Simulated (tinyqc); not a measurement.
Carbon nanotube by zone folding: sweeps and comparisons. A value that a table varies takes the place of the one given here.

Circumference C = n a1 + m a2, a = sqrt3 acc; d = a sqrt(n^2 + nm + m^2)/pi; tan(theta) = sqrt3 m/(2n + m); dR = gcd(2n + m, 2m + n); T = t1 a1 + t2 a2 with t1 = (2m + n)/dR, t2 = -(2n + m)/dR, |T| = sqrt3 pi d/dR; N = 2 (n^2 + nm + m^2)/dR hexagons a cell. On cutting line mu = 0 to N - 1 at x = k|T|/(2 pi) the phases are p1 = 2 pi (-t2 mu + m x)/N, p2 = 2 pi (t1 mu - n x)/N, and E = -/+ t |1 + exp(i p1) + exp(i p2)|.

Values chosen for the exercise (near those used for carbon; shifted at random, so the results belong to these values and not to a real crystal): t = 2.68 eV (hopping); acc = 1.44 angstrom (bond length); tubes = ((14, 12), (12, 10), (9, 1), (9, 7), (8, 6), (8, 3), (16, 14)) (pairs (n, m)); n = 14 (chiral index); m = 1 (chiral index).

## Semiconducting tubes compared

E11 and E22 are twice the two lowest band edges; the cone gives E11 d = 2 t acc and E22/E11 = 2.

Tubes:
```
(n,m)    d (angstrom)  theta (deg)  (n - m) mod 3  E11 (eV)  E22 (eV)  E11 d/(2 t acc)  E22/E11
(14,12)         17.89         27.5              2    0.4316    0.8560            1.001    1.983
(12,10)         15.15         27.0              2    0.5101    1.0082            1.001    1.977
(9,1)            7.57          5.2              2    1.0478    1.8963            1.028    1.810
(9,7)           11.03         25.9              2    0.7011    1.3717            1.002    1.956
(8,6)            9.66         25.3              2    0.8011    1.5572            1.002    1.944
(8,3)            7.82         15.3              2    1.0041    1.8630            1.017    1.855
(16,14)         20.64         27.8              2    0.3741    0.7435            1.001    1.987
```

E11 follows 1/d first. For mod 2 the scaled E11 lies above one (1.001 to 1.028) and E22/E11 below two (1.810 to 1.987). The largest departure of the scaled E11 is that of (9,1); warping acts as cos(3 theta)/d, most for thin tubes near zigzag. Below about 8 angstrom curvature, left out of zone folding, changes the gaps further.

## Neighbouring tubes

Diameter, chiral angle and twice the lowest band edge. Each row changes one parameter from the base and keeps the others.

Results:
```
case                 d (angstrom)  theta (deg)  gap (eV)
base                       11.532         3.42    0.6550
n = 15                     12.325         3.20    0.6378
m = 2                      11.988         6.59    0.0000
t = 2.814 eV               11.532         3.42    0.6877
acc = 1.46 angstrom        11.692         3.42    0.6550
```

The largest shifts from the base row, up to three for each result and ties (the steps differ in size, so this ranks the rows, not the parameters). d (angstrom): n +0.793, m +0.456, acc +0.160; unchanged at the printed digits by t. theta (deg): m +3.17, n -0.22; unchanged at the printed digits by t and acc. gap (eV): m -0.6550, t +0.0327, n -0.0172; unchanged at the printed digits by acc. In zone folding the gap does not depend on acc at fixed (n, m); a step in n or m changes (n - m) mod 3 and closes the gap where that becomes zero.

Run: tinyqc, `OMP_NUM_THREADS=1 python tinyqc.py 1452577 1452578 out.jsonl`; Intel(R) Xeon(R) Processor @ 2.30GHz, one thread, shared host; about 0.03 s of CPU time with all checks.
